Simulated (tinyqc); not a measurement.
Inputs raised by 2 %, one at a time: strain, valley repopulation and piezoresistance in a many-valley conduction band. Computed by tinyqc, a small Python program. Command: `OMP_NUM_THREADS=1 python tinyqc.py 3025002 3025003 out.jsonl valleys sens`. One thread of a shared host (Intel(R) Xeon(R) Processor @ 2.30GHz), about 0.06 s of CPU time with the checks.

Valleys are ellipsoids with mass m_l along the axis a and m_t across it, parabolic, with one constant relaxation time; strain shifts the valleys and leaves the masses alone. Currents are taken along [111], along the load, and along [1-10], across the load.

Inputs (values chosen for the exercise, modelled on germanium): longitudinal mass m_l = 1.6 m_0; transverse mass m_t = 0.0819 m_0; shear deformation potential Xi_u = 16.7 eV; dilation deformation potential Xi_d = -4.3 eV; C11 = 129 GPa; C12 = 48.2 GPa; C44 = 67.2 GPa; stress X (tension positive) = -280 MPa; electron density n = 3.9e+17 1/cm^3; relaxation time tau = 270 fs; temperature T = 77 K.

Valley axes: <111> (4 valleys). Load: uniaxial [111].

Constants: k_B = 8.617333262e-05 eV/K; m_0 = 9.1093837015e-31 kg; k_B = 1.380649e-23 J/K; hbar = 1.054571817e-34 J s; e = 1.602176634e-19 C.

Method:
- Compliances S11 = (C11 + C12)/((C11 - C12)(C11 + 2 C12)), S12 = -C12/((C11 - C12)(C11 + 2 C12)), S44 = 1/C44; stress sigma_ij = X n_i n_j for the unit vector n of the load; e_xx = S11 sigma_xx + S12 (sigma_yy + sigma_zz), e_xy = S44 sigma_xy/2 (tensor strain).
- Herring-Vogt shift of a valley with unit axis a: dE = Xi_d tr(e) + Xi_u a.e.a.
- Each of the 4 valleys holds n_v = N_v (2/sqrt(pi)) F_1/2((E_F - dE_v)/(k_B T)), N_v = 2 (m_d k_B T/(2 pi hbar^2))^(3/2), m_d = (m_l m_t^2)^(1/3); E_F solves sum n_v = n and is counted from the unstrained edge.
- F_j(eta) = int_0^infinity x^j/(1 + exp(x - eta)) dx, without a gamma-function factor. It is evaluated after integrating by parts.
- Integrals over x = E/(k_B T) use 160 Gauss-Legendre points in u = sqrt(x) from 0 to sqrt(max(eta, 0) + 32).
- Mobility tensor mu = e tau sum_v (n_v/n) [1/m_t + (1/m_l - 1/m_t) a a^T]; unstrained mu_0 = e tau (1/m_l + 2/m_t)/3; resistivity along d from the inverse tensor, rho_d = d.mu^-1.d/(n e), mobility along d = 1/(d.mu^-1.d); gauge pi_d = (rho_d/rho_0 - 1)/X.
- With eta_0 the reduced Fermi level without strain, r = F_-1/2(eta_0)/(2 F_1/2(eta_0)) (1 for a classical gas) and c = r (Xi_u/k_B T) (m_l - m_t)/(2 m_l + m_t): pi44 = -c S44/3, pi11 = pi12 = 0.

Runs; columns: (1) input moved; (2) from; (3) to; (4) mobility along the first direction (cm^2/(V s)); (5) mobility along the second direction (cm^2/(V s)); (6) splitting (highest minus lowest) (meV); (7) degeneracy factor r:
```
(1)                                          (2)       (3)    (4)   (5)    (6)     (7)
base run                                       -         -  491.7  5701  30.93  0.9081
longitudinal mass m_l (m_0)                  1.6     1.632  485.4  5701  30.93  0.9089
transverse mass m_t (m_0)                 0.0819  0.083538  486.4  5590  30.93  0.9098
C11 (GPa)                                    129    131.58  491.7  5701  30.93  0.9081
C44 (GPa)                                   67.2    68.544  509.2  5692  30.32  0.9081
stress X (tension positive) (MPa)           -280    -285.6  475.3  5709  31.54  0.9081
temperature T (K)                             77     78.54  507.0  5693  30.93  0.9106
dilation deformation potential Xi_d (eV)    -4.3    -4.386  491.7  5701  30.93  0.9081
```

Exponents ln(y'/y) / ln(x'/x); columns: (1) input; (2) mobility along the first direction; (3) mobility along the second direction; (4) splitting (highest minus lowest); (5) degeneracy factor r:
```
(1)                                     (2)     (3)  (4)    (5)
longitudinal mass m_l                -0.650   0.002    0  0.045
transverse mass m_t                  -0.552  -0.993    0  0.090
C11                                   0.000   0.000    0  0.000
C44                                   1.761  -0.077   -1  0.000
stress X (tension positive)          -1.714   0.073    1  0.000
temperature T                         1.547  -0.068    0  0.135
dilation deformation potential Xi_d   0.000   0.000    0  0.000
```

Among the inputs moved here: mobility along the first direction answers most in size to C44 (exponent +1.761), next to stress X (tension positive) (-1.714); its exponent is below 0.0005 for C11, dilation deformation potential Xi_d. Mobility along the second direction answers most in size to transverse mass m_t (exponent -0.993), next to C44 (-0.077); its exponent is below 0.0005 for C11, dilation deformation potential Xi_d. Splitting (highest minus lowest) answers most in size to C44 (exponent -1.000), and about equally to stress X (tension positive) (+1.000); its exponent is below 0.0005 for longitudinal mass m_l, transverse mass m_t, C11, temperature T, dilation deformation potential Xi_d. Its exponent +1.000 in stress X (tension positive): shifts are linear in strain. Degeneracy factor r answers most in size to temperature T (exponent +0.135), next to transverse mass m_t (+0.090); its exponent is below 0.0005 for C11, C44, stress X (tension positive), dilation deformation potential Xi_d.

Extremes, crossings and ranges named in words are read from the listed rows.
